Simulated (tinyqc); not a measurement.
Inside a calculation. Method: MP2 on RHF in the sto-3g basis, for H3+, spin multiplicity 1. Computed by tinyqc, a small Python program that keeps every step (integrals from PySCF). Settings: charge = 1, multiplicity = 1, basis = sto-3g, method = RHF, energy threshold = 1e-10, iteration cap = 86, orthogonalisation = canonical, start = Wolfsberg-Helmholz matrix, DIIS depth = 6. Command: `OMP_NUM_THREADS=1 python tinyqc.py 22748 22749 out.jsonl` (the two numbers bound the seeds that draw the settings). One thread of a shared host (Intel(R) Xeon(R) Processor @ 2.60GHz), about 0.07 s of CPU time with the checks. The early iterations of the SCF are left out here.

## One-electron integrals

Geometry (angstrom):
```
atom        x        y        z
H     0.00000  0.00000  0.00000
H     0.00000  0.00000  1.18300
H     0.00000  1.02500  0.59200
```

Basis sto-3g: exponents (1/bohr^2) and contraction coefficients of normalised primitives:
```
element  l (shell)  exponent  coefficient
H            s (1)   3.42525      0.15433
H            s (1)   0.62391      0.53533
H            s (1)   0.16886      0.44463
```

Overlap, kinetic and nuclear-attraction integrals over the contracted functions; the nuclear repulsion is the sum of Za Zb / Rab.

nuclear repulsion = 1.3416319 hartree

overlap S, order 1H 1s, 2H 1s, 3H 1s:
$$\begin{pmatrix}
1.00000 & 0.39565 & 0.39530 \\
0.39565 & 1.00000 & 0.39556 \\
0.39530 & 0.39556 & 1.00000
\end{pmatrix}$$

kinetic energy T (hartree), order 1H 1s, 2H 1s, 3H 1s:
$$\begin{pmatrix}
0.76003 & 0.05668 & 0.05652 \\
0.05668 & 0.76003 & 0.05664 \\
0.05652 & 0.05664 & 0.76003
\end{pmatrix}$$

nuclear attraction V (hartree), order 1H 1s, 2H 1s, 3H 1s:
$$\begin{pmatrix}
-2.10767 & -0.77230 & -0.77153 \\
-0.77230 & -2.10784 & -0.77210 \\
-0.77153 & -0.77210 & -2.10761
\end{pmatrix}$$

core Hamiltonian H = T + V (hartree), order 1H 1s, 2H 1s, 3H 1s:
$$\begin{pmatrix}
-1.34764 & -0.71562 & -0.71500 \\
-0.71562 & -1.34781 & -0.71546 \\
-0.71500 & -0.71546 & -1.34757
\end{pmatrix}$$

## Two-electron integrals

Functions are numbered as in S; the eight-fold symmetry (ij|kl) = (ji|kl) = (kl|ij) leaves the list below.

Two-electron integrals (ij|kl) in chemists' order, unique and non-zero (hartree):
```
(11|11) 0.77461   (21|11) 0.23301   (21|21) 0.09575   (22|11) 0.42260
(22|21) 0.23301   (22|22) 0.77461   (31|11) 0.23276   (31|21) 0.08411
(31|22) 0.17743   (31|31) 0.09557   (32|11) 0.17750   (32|21) 0.08416
(32|22) 0.23295   (32|31) 0.08409   (32|32) 0.09571   (33|11) 0.42241
(33|21) 0.17753   (33|22) 0.42255   (33|31) 0.23276   (33|32) 0.23295
(33|33) 0.77461
```

## Orthogonalisation

S = U s U^T; canonical form X = U s^(-1/2), so that X^T S X = 1. Each column of U has its largest component positive (the first on a tie).

eigenvalues of S: [0.60429, 0.60471, 1.79100]

X, order 1H 1s, 2H 1s, 3H 1s:
$$\begin{pmatrix}
-0.63625 & -0.83545 & 0.43139 \\
1.04180 & -0.13296 & 0.43148 \\
-0.40581 & 0.96852 & 0.43136
\end{pmatrix}$$

## Iteration 4 (converged): orbitals

converged F (hartree), order 1H 1s, 2H 1s, 3H 1s:
$$\begin{pmatrix}
-0.65033 & -0.57575 & -0.57538 \\
-0.57575 & -0.65048 & -0.57566 \\
-0.57538 & -0.57566 & -0.65028
\end{pmatrix}$$

Diagonalise F' = X^T F X, C = X C', fill 1 alpha and 1 beta electrons from the bottom; D = 2 C_occ C_occ^T. Each column has its largest component positive (the first on a tie).

F' = X^T F X (hartree):
$$\begin{pmatrix}
-0.12346 & 0.00000 & -0.00003 \\
0.00000 & -0.12390 & 0.00001 \\
-0.00003 & 0.00001 & -1.00589
\end{pmatrix}$$

orbital energies (hartree): MO1 -1.00589, MO2 -0.12390, MO3 -0.12346

coefficients C, order 1H 1s, 2H 1s, 3H 1s:
$$\begin{pmatrix}
0.43138 & -0.83545 & -0.63626 \\
0.43152 & -0.13296 & 1.04178 \\
0.43133 & 0.96853 & -0.40582
\end{pmatrix}$$

D after iteration 4, order 1H 1s, 2H 1s, 3H 1s:
$$\begin{pmatrix}
0.37218 & 0.37230 & 0.37214 \\
0.37230 & 0.37241 & 0.37226 \\
0.37214 & 0.37226 & 0.37210
\end{pmatrix}$$

## Convergence

Stop when the energy changes by less than 1e-10 hartree and every element of the error matrix X^T (F D S - S D F) X is below 3e-06.

Course of the cycle:
```
iteration  E (hartree)     change  largest element of the error matrix
1           -1.2155637          -                             1.21e-04
2           -1.2155638  -1.06e-08                             1.31e-05
3           -1.2155638  -1.27e-10                             1.51e-10
4           -1.2155638  -1.78e-15                             2.06e-11
```

PySCF RHF in the same basis = -1.2155638 hartree

Converged in 4 iterations.

## Integrals over molecular orbitals

(pq|rs) = sum C_ip C_jq C_kr C_ls (ij|kl), one index at a time.

one-electron integrals over orbitals h = C^T H C (hartree):
$$\begin{pmatrix}
-1.55130 & 0.00003 & -0.00007 \\
0.00003 & -1.04615 & 0.00000 \\
-0.00007 & 0.00000 & -1.04588
\end{pmatrix}$$

Two-electron integrals over orbitals (pq|rs), unique and non-zero (hartree):
```
(11|11) 0.54541     (21|11) -2.74e-05   (21|21) 0.14608     (22|11) 0.53416
(22|21) 0.03813     (22|22) 0.62507     (31|11) 0.00007     (31|21) 5.93e-09
(31|22) -0.09512    (31|31) 0.14609     (32|11) 9.86e-09    (32|21) -0.09518
(32|22) -3.07e-05   (32|31) -0.03811    (32|32) 0.08060     (33|11) 0.53426
(33|21) -0.03814    (33|22) 0.46401     (33|31) 0.09515     (33|32) 3.07e-05
(33|33) 0.62509
```

## Second-order Moller-Plesset energy

Hartree-Fock energy = -1.2155638 hartree

E2 = sum_ijab (ia|jb) [2 (ia|jb) - (ib|ja)] / (e_i + e_j - e_a - e_b) over occupied i, j and virtual a, b; the opposite-spin part is (ia|jb)^2 / denominator, the rest is same-spin, and SCS-MP2 scales them by 6/5 and 1/3.

Terms:
```
i  j  a  b   (ia|jb)   (ib|ja)  denominator      term
1  1  2  2   0.14608   0.14608     -1.76399  -0.01210
1  1  3  3   0.14609   0.14609     -1.76486  -0.01209
1  1  2  3  5.93e-09  5.93e-09     -1.76443         0
1  1  3  2  5.93e-09  5.93e-09     -1.76443         0
```

Pair energies (hartree; pair i-j sums ij and ji):
```
pair  opposite spin  same spin
1-1        -0.02419          0
```

MP2 correlation energy = -0.0241901 hartree

SCS-MP2 correlation energy = -0.0290281 hartree

MP2 total energy = -1.2397539 hartree
